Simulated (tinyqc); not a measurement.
Brillouin zone and empty-lattice bands of the fcc structure: one step. The gap at L.

Primitive vectors a (0,1/2,1/2), a (1/2,0,1/2), a (1/2,1/2,0); one atom. Reciprocal vectors obey a_i.b_j = 2 pi delta_ij; k is given in units of 2 pi/a. Empty-lattice levels are c0 (2 pi/a)^2 |k + G|^2, c0 = hbar^2/2m0. Points: X = (1, 0, 0), L = (0.5, 0.5, 0.5), K = (0.75, 0.75, 0), W = (1, 0.5, 0), U = (1, 0.25, 0.25).

Constants: hbar^2/2m0 = 3.80998211 eV angstrom^2.

Inputs chosen for the exercise (out of a larger set: lattice near that of Ag; not measured data): a = 4.084 angstrom (lattice constant); V1 = -1.04 eV (atomic form factor on the shell that bounds the zone).

Task: At L two waves k and k - G with G = 2k are degenerate at E0. With V = |V1| x structure factor of G the levels are E0 -/+ V, and the masses normal to the face are 1/(1 -/+ 2 E0/V).

Give: structure factor; E0; levels; masses normal to the face, lower and upper.

Result:

structure factor = 1.0000
E0 = 6.764 eV

levels (eV): 5.724  7.804

masses normal to the face, lower and upper (m0): -0.0833  0.0714

EF of the free sphere, 5.51 eV, lies below the gap: the surface bulges towards the face without touching it (EF = c0 (3 pi^2 n)^(2/3) for 1 electron a cell; its shift by the potential is neglected). The margin is small against the gap, so that shift, which lowers EF, could change this verdict. The noble metals have larger gaps at L, through their d bands, and necks there.

Program tinyqc; command `OMP_NUM_THREADS=1 python tinyqc.py 1850051 1850052 out.jsonl`; about 0.02 s on one thread of a shared Intel(R) Xeon(R) Processor @ 2.30GHz.
